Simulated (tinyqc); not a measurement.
Electron counts at which the sphere reaches the zone: Brillouin zone and empty-lattice bands of the hcp structure.

Primitive vectors a1 = a (1,0,0), a2 = a (-1/2, sqrt3/2, 0), a3 = (0,0,c); atoms at 0 and a1/3 + 2 a2/3 + a3/2. Reciprocal vectors obey a_i.b_j = 2 pi delta_ij; k is given in units of 2 pi/a. Empty-lattice levels are c0 (2 pi/a)^2 |k + G|^2, c0 = hbar^2/2m0. Points: M = (1/2, 1/(2 sqrt3), 0), K = (2/3, 0, 0), A = (0, 0, a/2c), L = M + A, H = K + A.

Constants: hbar^2/2m0 = 3.80998211 eV angstrom^2.

Parameters, chosen for this exercise (out of a larger set: lattice near that of Mg; not measured data): a = 3.179 angstrom (lattice constant); ca = 1.621 (c/a).

Z = V kF^3/(6 pi^2), V the volume of the primitive cell, with kF = |k| of each point.

Results:

| point | \|k\| (2 pi/a) | Z per atom | EF there (eV) |
|---|---|---|---|
| M | 0.5774 | 1.132 | 4.961 |
| K | 0.6667 | 1.742 | 6.615 |
| A | 0.3085 | 0.173 | 1.416 |
| L | 0.6546 | 1.649 | 6.377 |
| H | 0.7346 | 2.331 | 8.031 |

What can be read from this table?

The sphere first touches the zone at A, for Z = 0.173, and covers it at H, for Z = 2.331, while the zone itself holds 1 electron per atom. These counts do not depend on a, only on c/a. The face through A belongs to G = (0001), whose structure factor vanishes, so no first-order gap opens there.

(tinyqc, `OMP_NUM_THREADS=1 python tinyqc.py 1850432 1850433 out.jsonl`, Intel(R) Xeon(R) Processor @ 2.30GHz, 1 thread, shared host, about 0.02 s.)
